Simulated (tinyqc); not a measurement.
Nudged elastic band on a two-dimensional model surface: one step, computed by the program tinyqc.

V(x, y) = -A (cos kx + cos ky) - B cos kx cos ky + (C sin ky + S sin kx)(1 - cos kx), k = 2 pi/a; the atom hops from the minimum at (0, 0) to that at (a, 0).

Question. Iteration 2. Tangent at image i: towards the higher neighbour if the energies rise or fall through i; at a maximum or minimum, tau = t+ dmax + t- dmin if V(i+1) > V(i-1), else t+ dmin + t- dmax, with t+ = R(i+1) - R(i), t- = R(i) - R(i-1) and dmax, dmin the larger and smaller of |V(i+1) - V(i)| and |V(i-1) - V(i)|; then normalise. Force F = -grad V + (grad V.tau) tau + k_s (|t+| - |t-|) tau. Update R(new) = R + eta F; the end points stay fixed.

Inputs (values chosen for the exercise, for a model surface):
```
quantity,value,unit
amplitude A,0.27,eV
amplitude B,0.077,eV
skew C,0.074,eV
asymmetry S,-0.056,eV
period a,2.6,angstrom
spring constant k_s,0.46,eV/angstrom^2
step factor eta,0.19,angstrom^2/eV
```

Surface: adatom on a square lattice. Climbing image: off.

images after iteration 1 (angstrom):
```
,x,y
image 1,0.325000,-0.009952
image 2,0.650000,-0.033978
image 3,0.975000,-0.058003
image 4,1.300000,-0.067955
image 5,1.625000,-0.058003
image 6,1.950000,-0.033978
image 7,2.275000,-0.009952
```

positions (angstrom):
```
,x,y
start,0.000000,0.000000
end,2.600000,0.000000
saddle,1.440769,-0.260453
```

Give: unit tangents; forces; images after iteration 2.

Answer.

unit tangents:
```
,x,y
image 1,0.9973,-0.0737
image 2,0.9973,-0.0737
image 3,0.9995,-0.0306
image 4,0.9998,0.0217
image 5,0.9995,0.0306
image 6,0.9973,0.0737
image 7,0.9973,0.0737
```

forces (eV/angstrom):
```
,x,y
image 1,-0.0048,-0.0697
image 2,-0.0129,-0.1746
image 3,-0.0080,-0.2498
image 4,0.0059,-0.2706
image 5,0.0078,-0.2439
image 6,0.0144,-0.1945
image 7,0.0059,-0.0838
```

images after iteration 2 (angstrom):
```
,x,y
image 1,0.324,-0.023
image 2,0.648,-0.067
image 3,0.973,-0.105
image 4,1.301,-0.119
image 5,1.626,-0.104
image 6,1.953,-0.071
image 7,2.276,-0.026
```
